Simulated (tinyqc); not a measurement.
The liquidus: liquidus of a compound AB in a simple-solution melt, liquid-phase epitaxy and vapour pressures. Computed by tinyqc, a small Python program. Command: `OMP_NUM_THREADS=1 python tinyqc.py 3024515 3024516 out.jsonl liq35 walk`. One thread of a shared host (Intel(R) Xeon(R) Processor @ 2.30GHz), about 0.02 s of CPU time with the checks.

x is the atom fraction of B in the melt. The melt is a simple solution: R T ln gamma_B = W (1 - x)^2, R T ln gamma_A = W x^2, W = a + b T. The solid AB is stoichiometric.

Inputs (values chosen for the exercise, for a model compound): melting point T_F = 1561 K; entropy of fusion S_F = 72 J/(mol K); interaction a = 21.8 kJ/mol; interaction slope b = -41.4 J/(mol K).

Constants: R = 8.314462618 J/(mol K).

Method. Liquidus (Vieland): f(x) = R T ln[4 x (1 - x)] + 2 W (1/2 - x)^2 + S_F (T_F - T) = 0.

Solubility; ideal: W = 0; dilute: (1/4) exp[-(S_F (T_F - T) + W/2)/(R T)]:
```
T (K)           x       ideal      dilute  W (kJ/mol)
780    9.6274e-05  4.2886e-05  9.6295e-05    -10.4920
905    1.3249e-03  4.6997e-04  1.3304e-03    -15.6670
1030   9.3764e-03  2.8865e-03  9.7181e-03    -20.8420
1155   3.9177e-02  1.2057e-02  4.6158e-02    -26.0170
1280   1.0438e-01  3.8863e-02  1.6172e-01    -31.1920
1405   2.0613e-01  1.0704e-01  4.5329e-01    -36.3670
1499   3.1749e-01  2.2566e-01  8.7863e-01    -40.2586
1545   4.0817e-01  3.5356e-01  1.1796e+00    -42.1630
```

x over the ideal value is 2.24 in the first row and 1.15 in the last, and lies between 1.15 and 3.25: W > 0 lowers the solubility and W < 0 raises it, by about exp(-W/(2 R T)) when dilute. The dilute form is within 5 % in 3 of the eight rows. Near T_F the liquidus closes as a parabola about x = 1/2.

Extremes, crossings and ranges named in words are read from the listed rows.
